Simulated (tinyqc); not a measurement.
# Random telegraph noise from one oxide trap in a small MOSFET: effects of single changes

An acceptor-like trap exchanges electrons with the channel. Inversion charge Q = Cox u, u = n Vt W0(exp((Vg - VT)/(n Vt))), W0 the Lambert function, n = nf, Cox = eps0 eox/tox; linear regime Id = (W/L) mu Q Vd. Relative to threshold the surface potential rises by Vt ln(u/u0) and the oxide voltage by the rest of Vg - VT, with u0 = n Vt W0(1).

Values chosen for this exercise; values of the order met in silicon transistors:
- T = 350 K (temperature)
- eox = 22 (relative permittivity of the gate insulator (close to hafnium oxide))
- tox = 3.6 nm (insulator thickness)
- xt = 1.2 nm (depth of the trap from the channel interface)
- E0 = 0.15 eV (trap level above the channel Fermi level at threshold)
- s0 = 1e-15 cm^2 (capture prefactor)
- EB = 0.21 eV (capture barrier (lattice relaxation))
- lt = 0.15 nm (tunnelling decay length)
- vth = 2.3e7 cm/s (thermal velocity)
- zi = 1.8 nm (thickness of the inversion layer)
- VT = 0.4 V (threshold voltage)
- nf = 1.08 (body factor)
- W = 270 nm (gate width)
- L = 120 nm (gate length)
- mu = 100 cm^2/(V s) (mobility)
- asc = 0 V s (scattering coefficient of the charged trap)
- Vd = 0.05 V (drain voltage)
- Vg = 0.66 V (gate voltage)

Constants: q = 1.602176634e-19 C, kB = 1.380649e-23 J/K, Vt = kB T/q, eps0 = 8.8541878128e-14 F/cm where lengths are in cm. Results are converted to the units shown.

Each table varies one quantity; the others keep the values above.

## Time constants and noise against gate voltage

N = Cox u/q; dpsi = Vt ln(u/u0); E = E0 - dpsi - (xt/tox)(Vg - VT - dpsi); capture time tc = 1/[(N/zi) vth s0 exp(-xt/lt - EB/Vt)]; emission time te = tc exp(-E/Vt); occupancy te/(tc + te). A = W L; threshold step dV = q (1 - xt/tox)/(Cox A); gm/Id = 1/(u + n Vt); relative step dI/I = (gm/Id) dV + asc mu/A. fc = (1/tc + 1/te)/(2 pi); rms = (dI/I) sqrt(tc te)/(tc + te).

Result of one run:
```
Vg (V)	E (eV)	tc (s)	te (s)	occupancy	dI/I (%)	fc (Hz)	rms dI/I (%)
0.52	0.07868	8.319e-6	6.126e-7	0.06859	0.05064	2.789e5	0.01280
```

What becomes of these results when the gate voltage Vg is changed from 0.52 to 0.7 V, all else the same?

Result of the changed run:
```
Vg (V)	E (eV)	tc (s)	te (s)	occupancy	dI/I (%)	fc (Hz)	rms dI/I (%)
0.7	-0.001184	3.098e-6	3.222e-6	0.5098	0.02272	1.008e5	0.01136
```

The whole series:
```
Vg (V)	E (eV)	tc (s)	te (s)	occupancy	dI/I (%)	fc (Hz)	rms dI/I (%)
0.46	0.1110	1.532e-5	3.869e-7	0.02463	0.07597	4.217e5	0.01177
0.52	0.07868	8.319e-6	6.126e-7	0.06859	0.05064	2.789e5	0.01280
0.58	0.05017	5.449e-6	1.033e-6	0.1593	0.03659	1.833e5	0.01339
0.64	0.02382	3.974e-6	1.804e-6	0.3122	0.02818	1.283e5	0.01306
0.7	-0.001184	3.098e-6	3.222e-6	0.5098	0.02272	1.008e5	0.01136
0.76	-0.02529	2.526e-6	5.843e-6	0.6981	0.01895	9.024e4	0.008700
0.82	-0.04876	2.126e-6	1.071e-5	0.8343	0.01621	8.973e4	0.006027
0.88	-0.07175	1.832e-6	1.977e-5	0.9152	0.01414	9.494e4	0.003938
0.94	-0.09439	1.607e-6	3.673e-5	0.9581	0.01252	1.034e5	0.002508
```

tc falls from 1.53e-5 to 1.61e-6 s as the channel fills and te rises from 3.87e-7 to 3.67e-5 s; they are equal at Vg = 0.697 V, where E = 0. The rms noise goes from 0.0118 through a maximum of 0.0134 (at Vg = 0.58 V among the rows listed) to 0.00251 %. The slope -Vt d ln(tc/te)/dVg is 0.538 between the first two rows and 0.377 between the last two; it tends to xt/tox = 0.333 only when the surface potential stops moving.

## Effect of the depth of the trap from the channel interface

Same model as above.

Result of one run:
```
xt (nm)	E (eV)	tc (s)	te (s)	occupancy	dI/I (%)	fc (Hz)	rms dI/I (%)
0.54	0.04984	4.463e-8	8.551e-9	0.1608	0.03329	2.218e7	0.01223
```

What becomes of these results when the depth of the trap from the channel interface xt is changed from 0.54 to 0.9 nm, all else the same?

Result of the changed run:
```
xt (nm)	E (eV)	tc (s)	te (s)	occupancy	dI/I (%)	fc (Hz)	rms dI/I (%)
0.9	0.03103	4.920e-7	1.758e-7	0.2633	0.02938	1.229e6	0.01294
```

The whole series:
```
xt (nm)	E (eV)	tc (s)	te (s)	occupancy	dI/I (%)	fc (Hz)	rms dI/I (%)
0.18	0.06864	4.049e-9	4.158e-10	0.09314	0.03721	4.220e8	0.01081
0.54	0.04984	4.463e-8	8.551e-9	0.1608	0.03329	2.218e7	0.01223
0.9	0.03103	4.920e-7	1.758e-7	0.2633	0.02938	1.229e6	0.01294
1.26	0.01223	5.423e-6	3.615e-6	0.4000	0.02546	7.337e4	0.01247
1.62	-0.006576	5.978e-5	7.434e-5	0.5543	0.02154	4803	0.01071
1.98	-0.02538	6.590e-4	0.001529	0.6988	0.01763	345.6	0.008086
2.34	-0.04418	0.007264	0.03143	0.8123	0.01371	26.97	0.005353
```

As xt goes from 0.18 to 2.34, tc rises from 4.05e-9 to 0.00726 s, te rises from 4.16e-10 to 0.0314 s and dI/I falls from 0.0372 to 0.0137 %. tc grows a decade every lt ln 10 = 0.345 nm of depth; traps spread evenly in depth therefore give corner frequencies spread evenly on a log scale, whose sum is 1/f noise if the traps contribute equal variances.

Range of the model: VT is taken as given; short-channel effects and the uneven flow of current among few electrons are left out.

tinyqc, about 0.01 s, one thread, Intel Xeon 2.30GHz (shared host): `OMP_NUM_THREADS=1 python tinyqc.py 2710004 2710005 out.jsonl`
